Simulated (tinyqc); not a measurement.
Inside a calculation. Method: Pariser-Parr-Pople SCF with singles CI, for the molecule C=CC1=CC(=O)C=CC1=O (SMILES; centres numbered as the heavy atoms are written). Computed by tinyqc, a small Python program that keeps every step. Settings: charge = 0, gamma = Ohno, start = huckel, damping = 0.5, iteration cap = 85, excitations kept = 4. Command: `OMP_NUM_THREADS=1 python tinyqc.py 29772 29773 out.jsonl` (the two numbers bound the seeds that draw the settings). One thread of a shared host (Intel(R) Xeon(R) Processor @ 2.60GHz), about 0.01 s of CPU time with the checks. Later iterations appear only in the table of the cycle.

## PPP integrals

Centres (angstrom, eV; a flat drawing with bonds scaled to 1.40 angstrom):
```
centre         x         y  core charge z         W  gamma_rr
1C      -2.96800  -0.78600              1  10.90000  10.94000
2C      -1.69300  -1.36300              1  10.90000  10.94000
3C      -0.55500  -0.54700              1  10.90000  10.94000
4C       0.72000  -1.12500              1  10.90000  10.94000
5C       1.85800  -0.30900              1  10.90000  10.94000
6O       3.13300  -0.88600              1  19.00000  15.22000
7C       1.72000   1.08400              1  10.90000  10.94000
8C       0.44500   1.66200              1  10.90000  10.94000
9C      -0.69300   0.84600              1  10.90000  10.94000
10O     -1.96800   1.42300              1  19.00000  15.22000
```

Resonance integrals (eV):
```
i   j      beta
1   2  -2.39000
2   3  -2.39000
3   4  -2.39000
4   5  -2.39000
5   6  -2.46000
5   7  -2.39000
7   8  -2.39000
8   9  -2.39000
9  10  -2.46000
9   3  -2.39000
```

Ohno: gamma = 14.399645/sqrt(R^2 + a^2), a = 2 x 14.399645/(gamma_rr + gamma_ss); H_rr = -W_r - sum_(s != r) z_s gamma_rs; H_rs = beta for bonds.

repulsion gamma_rs (eV), order 1C, 2C, 3C, 4C, 5C, 6O, 7C, 8C, 9C, 10O:
```
[[10.94000, 7.49510, 5.21912, 3.66358, 2.86562, 2.32240, 2.76066, 3.27148, 4.65437, 5.40727],
 [7.49510, 10.94000, 7.49272, 5.21929, 3.66307, 2.89562, 3.27190, 3.66293, 5.21913, 4.78677],
 [5.21912, 7.49272, 10.94000, 7.49393, 5.21929, 3.72690, 4.65517, 5.21913, 7.49415, 5.40812],
 [3.66358, 5.21929, 7.49393, 10.94000, 7.49272, 5.40727, 5.21913, 4.65341, 5.21853, 3.72673],
 [2.86562, 3.66307, 5.21929, 7.49272, 10.94000, 8.08699, 7.49415, 5.21853, 4.65375, 3.31662],
 [2.32240, 2.89562, 3.72690, 5.40727, 8.08699, 15.22000, 5.40812, 3.72673, 3.31662, 2.53576],
 [2.76066, 3.27190, 4.65517, 5.21913, 7.49415, 5.40812, 10.94000, 7.49393, 5.21929, 3.72690],
 [3.27148, 3.66293, 5.21913, 4.65341, 5.21853, 3.72673, 7.49393, 10.94000, 7.49272, 5.40727],
 [4.65437, 5.21913, 7.49415, 5.21853, 4.65375, 3.31662, 5.21929, 7.49272, 10.94000, 8.08699],
 [5.40727, 4.78677, 5.40812, 3.72673, 3.31662, 2.53576, 3.72690, 5.40727, 8.08699, 15.22000]]
```

core matrix H (eV), order 1C, 2C, 3C, 4C, 5C, 6O, 7C, 8C, 9C, 10O:
```
[[-48.55961, -2.39000, 0.00000, 0.00000, 0.00000, 0.00000, 0.00000, 0.00000, 0.00000, 0.00000],
 [-2.39000, -54.60653, -2.39000, 0.00000, 0.00000, 0.00000, 0.00000, 0.00000, 0.00000, 0.00000],
 [0.00000, -2.39000, -62.82852, -2.39000, 0.00000, 0.00000, 0.00000, 0.00000, -2.39000, 0.00000],
 [0.00000, 0.00000, -2.39000, -58.99458, -2.39000, 0.00000, 0.00000, 0.00000, 0.00000, 0.00000],
 [0.00000, 0.00000, 0.00000, -2.39000, -58.91074, -2.46000, -2.39000, 0.00000, 0.00000, 0.00000],
 [0.00000, 0.00000, 0.00000, 0.00000, -2.46000, -56.42641, 0.00000, 0.00000, 0.00000, 0.00000],
 [0.00000, 0.00000, 0.00000, 0.00000, -2.39000, 0.00000, -56.14924, -2.39000, 0.00000, 0.00000],
 [0.00000, 0.00000, 0.00000, 0.00000, 0.00000, 0.00000, -2.39000, -57.04614, -2.39000, 0.00000],
 [0.00000, 0.00000, -2.39000, 0.00000, 0.00000, 0.00000, 0.00000, -2.39000, -62.25554, -2.46000],
 [0.00000, 0.00000, 0.00000, 0.00000, 0.00000, 0.00000, 0.00000, 0.00000, -2.46000, -61.40243]]
```

## Starting guess

pi electrons, sum of z_r less the charge = 10

Orbitals of the Hueckel matrix of the beta values.

P at the start, order 1C, 2C, 3C, 4C, 5C, 6O, 7C, 8C, 9C, 10O:
```
[[1.00000, 0.89489, 0.00000, -0.36380, 0.00000, 0.22401, 0.08074, 0.00000, -0.10062, 0.00000],
 [0.89489, 1.00000, 0.43047, 0.00000, -0.05248, 0.00000, 0.00000, -0.01988, 0.00000, -0.10357],
 [0.00000, 0.43047, 1.00000, 0.74178, 0.00000, -0.27804, -0.15310, 0.00000, 0.40461, 0.00000],
 [-0.36380, 0.00000, 0.74178, 1.00000, 0.46577, 0.00000, 0.00000, -0.17808, 0.00000, -0.26220],
 [0.00000, -0.05248, 0.00000, 0.46577, 1.00000, 0.75745, 0.44079, 0.00000, -0.11079, 0.00000],
 [0.22401, 0.00000, -0.27804, 0.00000, 0.75745, 1.00000, 0.00000, -0.30375, 0.00000, 0.45444],
 [0.08074, 0.00000, -0.15310, 0.00000, 0.44079, 0.00000, 1.00000, 0.82074, 0.00000, -0.31959],
 [0.00000, -0.01988, 0.00000, -0.17808, 0.00000, -0.30375, 0.82074, 1.00000, 0.44947, 0.00000],
 [-0.10062, 0.00000, 0.40461, 0.00000, -0.11079, 0.00000, 0.00000, 0.44947, 1.00000, 0.78222],
 [0.00000, -0.10357, 0.00000, -0.26220, 0.00000, 0.45444, -0.31959, 0.00000, 0.78222, 1.00000]]
```

## Iteration 1: Fock matrix

F_rr = H_rr + P_rr gamma_rr / 2 + sum_(s != r) P_ss gamma_rs; F_rs = H_rs - P_rs gamma_rs / 2; E = tr P (H + F) / 2 + core repulsion sum_(r<s) z_r z_s gamma_rs.

F (eV), order 1C, 2C, 3C, 4C, 5C, 6O, 7C, 8C, 9C, 10O:
```
[[-5.43000, -5.74363, 0.00000, 0.66641, 0.00000, -0.26012, -0.11145, 0.00000, 0.23416, 0.00000],
 [-5.74363, -5.43000, -4.00269, 0.00000, 0.09613, 0.00000, 0.00000, 0.03640, 0.00000, 0.24787],
 [0.00000, -4.00269, -5.43000, -5.16944, 0.00000, 0.51811, 0.35636, 0.00000, -3.90611, 0.00000],
 [0.66641, 0.00000, -5.16944, -5.43000, -4.13495, 0.00000, 0.00000, 0.41435, 0.00000, 0.48857],
 [0.00000, 0.09613, 0.00000, -4.13495, -5.43000, -5.52275, -4.04168, 0.00000, 0.25778, 0.00000],
 [-0.26012, 0.00000, 0.51811, 0.00000, -5.52275, -11.39000, 0.00000, 0.56599, 0.00000, -0.57618],
 [-0.11145, 0.00000, 0.35636, 0.00000, -4.04168, 0.00000, -5.43000, -5.46527, 0.00000, 0.59554],
 [0.00000, 0.03640, 0.00000, 0.41435, 0.00000, 0.56599, -5.46527, -5.43000, -4.07387, 0.00000],
 [0.23416, 0.00000, -3.90611, 0.00000, 0.25778, 0.00000, 0.00000, -4.07387, -5.43000, -5.62291],
 [0.00000, 0.24787, 0.00000, 0.48857, 0.00000, -0.57618, 0.59554, 0.00000, -5.62291, -11.39000]]
```

pi energy = -142.90906 eV

## Iteration 1: orbitals and new P

Diagonalise F (the basis is taken as orthonormal) and form P = 2 sum c c over the lowest orbitals; 0.5 of the old P is kept.

orbital energies (eV): [-16.34564, -15.43570, -13.13866, -11.73652, -10.19554, -5.15217, -0.64724, 0.63077, 1.78815, 4.01255]

P after iteration 1, order 1C, 2C, 3C, 4C, 5C, 6O, 7C, 8C, 9C, 10O:
```
[[0.97955, 0.90272, 0.02559, -0.35415, -0.05139, 0.19798, 0.05997, 0.02512, -0.07326, -0.02008],
 [0.90272, 0.99794, 0.41245, -0.01079, -0.05747, 0.01871, -0.01200, -0.00998, 0.02108, -0.09414],
 [0.02559, 0.41245, 0.96867, 0.76706, 0.06800, -0.26375, -0.13502, -0.03055, 0.36908, 0.01299],
 [-0.35415, -0.01079, 0.76706, 0.98112, 0.43402, -0.00212, -0.02628, -0.16175, 0.06114, -0.24393],
 [-0.05139, -0.05747, 0.06800, 0.43402, 0.85471, 0.75052, 0.40179, 0.06813, -0.05704, -0.06647],
 [0.19798, 0.01871, -0.26375, -0.00212, 0.75052, 1.22398, 0.01094, -0.27989, -0.06762, 0.35844],
 [0.05997, -0.01200, -0.13502, -0.02628, 0.40179, 0.01094, 0.96562, 0.84269, 0.07462, -0.29648],
 [0.02512, -0.00998, -0.03055, -0.16175, 0.06813, -0.27989, 0.84269, 0.97030, 0.40980, 0.00916],
 [-0.07326, 0.02108, 0.36908, 0.06114, -0.05704, -0.06762, 0.07462, 0.40980, 0.84480, 0.77711],
 [-0.02008, -0.09414, 0.01299, -0.24393, -0.06647, 0.35844, -0.29648, 0.00916, 0.77711, 1.21332]]
```

## Iteration 2: Fock matrix

As before.

F (eV), order 1C, 2C, 3C, 4C, 5C, 6O, 7C, 8C, 9C, 10O:
```
[[-5.44716, -5.77300, -0.06677, 0.64873, 0.07364, -0.22989, -0.08278, -0.04109, 0.17050, 0.05428],
 [-5.77300, -5.82172, -3.93518, 0.02817, 0.10525, -0.02709, 0.01963, 0.01828, -0.05502, 0.22530],
 [-0.06677, -3.93518, -6.11314, -5.26416, -0.17746, 0.49148, 0.31428, 0.07972, -3.77299, -0.03511],
 [0.64873, 0.02817, -5.26416, -6.06385, -4.01599, 0.00574, 0.06857, 0.37634, -0.15953, 0.45452],
 [0.07364, 0.10525, -0.17746, -4.01599, -5.21199, -5.49473, -3.89553, -0.17776, 0.13273, 0.11022],
 [-0.22989, -0.02709, 0.49148, 0.00574, -5.49473, -11.40323, -0.02959, 0.52153, 0.11214, -0.45446],
 [-0.08278, 0.01963, 0.31428, 0.06857, -3.89553, -0.02959, -6.04079, -5.54754, -0.19473, 0.55248],
 [-0.04109, 0.01828, 0.07972, 0.37634, -0.17776, 0.52153, -5.54754, -6.10885, -3.92526, -0.02475],
 [0.17050, -0.05502, -3.77299, -0.15953, 0.13273, 0.11214, -0.19473, -3.92526, -5.32841, -5.60224],
 [0.05428, 0.22530, -0.03511, 0.45452, 0.11022, -0.45446, 0.55248, -0.02475, -5.60224, -11.58468]]
```

pi energy = -144.48880 eV

## Iteration 2: orbitals and new P

As before.

orbital energies (eV): [-16.54400, -15.42732, -13.51918, -12.20693, -10.61489, -4.93909, -1.03607, 0.35922, 1.36539, 3.43905]

P after iteration 2, order 1C, 2C, 3C, 4C, 5C, 6O, 7C, 8C, 9C, 10O:
```
[[0.94918, 0.90687, 0.04612, -0.34709, -0.07796, 0.17955, 0.04486, 0.03704, -0.05431, -0.03218],
 [0.90687, 1.00749, 0.40074, -0.02935, -0.06263, 0.03288, -0.01820, -0.00243, 0.03291, -0.08792],
 [0.04612, 0.40074, 0.95521, 0.78513, 0.10476, -0.25206, -0.12091, -0.04556, 0.34445, 0.01820],
 [-0.34709, -0.02935, 0.78513, 0.97876, 0.41185, -0.00602, -0.03818, -0.14972, 0.09446, -0.22997],
 [-0.07796, -0.06263, 0.10476, 0.41185, 0.76375, 0.74661, 0.37307, 0.10352, -0.02607, -0.09654],
 [0.17955, 0.03288, -0.25206, -0.00602, 0.74661, 1.35200, 0.01772, -0.26205, -0.10014, 0.29551],
 [0.04486, -0.01820, -0.12091, -0.03818, 0.37307, 0.01772, 0.94650, 0.85927, 0.11563, -0.27911],
 [0.03704, -0.00243, -0.04556, -0.14972, 0.10352, -0.26205, 0.85927, 0.95940, 0.38243, 0.01117],
 [-0.05431, 0.03291, 0.34445, 0.09446, -0.02607, -0.10014, 0.11563, 0.38243, 0.74831, 0.77218],
 [-0.03218, -0.08792, 0.01820, -0.22997, -0.09654, 0.29551, -0.27911, 0.01117, 0.77218, 1.33939]]
```

## Iteration 3: Fock matrix

As before.

F (eV), order 1C, 2C, 3C, 4C, 5C, 6O, 7C, 8C, 9C, 10O:
```
[[-5.43969, -5.78856, -0.12035, 0.63580, 0.11170, -0.20849, -0.06193, -0.06060, 0.12640, 0.08700],
 [-5.78856, -6.07526, -3.89130, 0.07660, 0.11470, -0.04761, 0.02977, 0.00445, -0.08588, 0.21042],
 [-0.12035, -3.89130, -6.47609, -5.33185, -0.27338, 0.46970, 0.28142, 0.11890, -3.68068, -0.04920],
 [0.63580, 0.07660, -5.33185, -6.41245, -3.93295, 0.01626, 0.09962, 0.34835, -0.24647, 0.42852],
 [0.11170, 0.11470, -0.27338, -3.93295, -5.04521, -5.47891, -3.78792, -0.27011, 0.06067, 0.16010],
 [-0.20849, -0.04761, 0.46970, 0.01626, -5.47891, -11.41468, -0.04791, 0.48829, 0.16606, -0.37468],
 [-0.06193, 0.02977, 0.28142, 0.09962, -3.78792, -0.04791, -6.37760, -5.60966, -0.30175, 0.52010],
 [-0.06060, 0.00445, 0.11890, 0.34835, -0.27011, 0.48829, -5.60966, -6.49612, -3.82274, -0.03020],
 [0.12640, -0.08588, -3.68068, -0.24647, 0.06067, 0.16606, -0.30175, -3.82274, -5.22141, -5.58232],
 [0.08700, 0.21042, -0.04920, 0.42852, 0.16010, -0.37468, 0.52010, -0.03020, -5.58232, -11.71281]]
```

pi energy = -145.43354 eV

## Iteration 3: orbitals and new P

As before.

orbital energies (eV): [-16.66498, -15.40449, -13.74378, -12.45566, -10.83979, -4.80411, -1.27152, 0.22240, 1.15114, 3.13947]

P after iteration 3, order 1C, 2C, 3C, 4C, 5C, 6O, 7C, 8C, 9C, 10O:
```
[[0.91975, 0.90856, 0.06183, -0.34181, -0.09139, 0.16625, 0.03419, 0.04232, -0.04122, -0.03945],
 [0.90856, 1.02010, 0.39331, -0.04796, -0.06687, 0.04291, -0.02160, 0.00291, 0.03996, -0.08365],
 [0.06183, 0.39331, 0.94972, 0.79766, 0.12477, -0.24272, -0.11026, -0.05261, 0.32731, 0.01958],
 [-0.34181, -0.04796, 0.79766, 0.98291, 0.39631, -0.01029, -0.04314, -0.14094, 0.11274, -0.21938],
 [-0.09139, -0.06687, 0.12477, 0.39631, 0.70620, 0.74443, 0.35198, 0.12144, -0.00811, -0.10875],
 [0.16625, 0.04291, -0.24272, -0.01029, 0.74443, 1.42601, 0.02187, -0.24888, -0.11487, 0.25399],
 [0.03419, -0.02160, -0.11026, -0.04314, 0.35198, 0.02187, 0.93555, 0.87149, 0.13829, -0.26595],
 [0.04232, 0.00291, -0.05261, -0.14094, 0.12144, -0.24888, 0.87149, 0.95721, 0.36344, 0.01006],
 [-0.04122, 0.03996, 0.32731, 0.11274, -0.00811, -0.11487, 0.13829, 0.36344, 0.68730, 0.76771],
 [-0.03945, -0.08365, 0.01958, -0.21938, -0.10875, 0.25399, -0.26595, 0.01006, 0.76771, 1.41526]]
```

## Convergence

Stop when output and input P, before any damping, agree to 1e-7.

Course of the cycle:
```
iteration        E (eV)  largest |P(out) - P(in)|
1          -142.9090593                  4.48e-01
2          -144.4888048                  2.56e-01
3          -145.4335366                  1.52e-01
4          -145.9770827                  9.33e-02
5          -146.2826794                  5.86e-02
6          -146.4519818                  3.77e-02
7          -146.5448487                  2.48e-02
8          -146.5954342                  1.66e-02
9          -146.6228500                  1.22e-02
10         -146.6376543                  8.93e-03
11         -146.6456277                  6.54e-03
...                 ...                       ...
53         -146.6549038                  6.14e-07
54         -146.6549038                  5.11e-07
55         -146.6549038                  4.26e-07
56         -146.6549038                  3.55e-07
57         -146.6549038                  2.96e-07
58         -146.6549038                  2.46e-07
59         -146.6549038                  2.05e-07
60         -146.6549038                  1.71e-07
61         -146.6549038                  1.42e-07
62         -146.6549038                  1.19e-07
63         -146.6549038                  9.88e-08
```

Converged in 63 iterations.

## Converged orbitals

Charges are z - P_rr.

orbital energies (eV): [-16.75006, -15.27365, -14.06483, -12.79560, -11.18107, -4.53966, -1.58227, 0.06447, 0.84245, 2.78389]

coefficients, order 1C, 2C, 3C, 4C, 5C, 6O, 7C, 8C, 9C, 10O:
```
[[0.07767, -0.02670, 0.32801, 0.08491, 0.53601, -0.25008, 0.48809, 0.27254, -0.43474, 0.16462],
 [0.17547, -0.04617, 0.50382, 0.09620, 0.49078, -0.03961, -0.26195, -0.27072, 0.49116, -0.28001],
 [0.38151, -0.06163, 0.49977, 0.01448, -0.26736, 0.31608, -0.37691, 0.02820, -0.29636, 0.44564],
 [0.30792, 0.15685, 0.32393, -0.04537, -0.53339, -0.29338, 0.41785, -0.27871, -0.05888, -0.38375],
 [0.31737, 0.42944, -0.07113, -0.06448, -0.06756, -0.37066, 0.00784, 0.38696, 0.49909, 0.40595],
 [0.28179, 0.60832, -0.18400, -0.44370, 0.29761, 0.35759, 0.00267, -0.18637, -0.21934, -0.14324],
 [0.28313, 0.17368, -0.26139, 0.52458, 0.05204, -0.33695, -0.45059, 0.08808, -0.36057, -0.29852],
 [0.31150, -0.02821, -0.27336, 0.55892, 0.07057, 0.29740, 0.37696, -0.40728, 0.15708, 0.29829],
 [0.42229, -0.30969, -0.09070, -0.00542, -0.02879, 0.39820, 0.15623, 0.58748, 0.14975, -0.40761],
 [0.43261, -0.53611, -0.30607, -0.43890, 0.11907, -0.35229, -0.08292, -0.26595, -0.06450, 0.13812]]
```

pi charges: [0.18229, -0.07376, 0.05837, -0.02182, 0.40215, -0.53752, 0.08690, 0.02015, 0.43335, -0.55011]

## Singles CI, singlets

Over the 4 single excitations with the smallest orbital gaps: A = (e_a - e_i) delta + 2 (ia|jb) - (ij|ab), with (pq|rs) = sum c_mp c_mq gamma_mn c_nr c_ns. f = 2/3 w |mu|^2 in atomic units, mu = sqrt2 sum c_ia sum_m c_mi c_ma R_m.

singlet CI matrix (eV), order 5>6, 4>6, 3>6, 5>7:
```
[[2.81894, -0.76864, 0.30288, -0.20975],
 [-0.76864, 4.14730, 0.55433, 0.37920],
 [0.30288, 0.55433, 4.63499, 0.21376],
 [-0.20975, 0.37920, 0.21376, 5.26957]]
```

singlet excitation energies (eV): [2.35035, 4.17403, 4.74090, 5.60552]

oscillator strengths: [0.10932, 0.63121, 0.05377, 1.60640]

## Singles CI, triplets

Over the 4 single excitations with the smallest orbital gaps: A = (e_a - e_i) delta - (ij|ab), with (pq|rs) = sum c_mp c_mq gamma_mn c_nr c_ns.

triplet CI matrix (eV), order 5>6, 4>6, 3>6, 5>7:
```
[[1.48776, 0.12331, 0.63396, 0.83616],
 [0.12331, 2.29846, 0.11746, 0.05896],
 [0.63396, 0.11746, 4.02083, 0.22863],
 [0.83616, 0.05896, 0.22863, 3.86647]]
```

triplet excitation energies (eV): [1.11711, 2.29175, 3.72471, 4.53994]
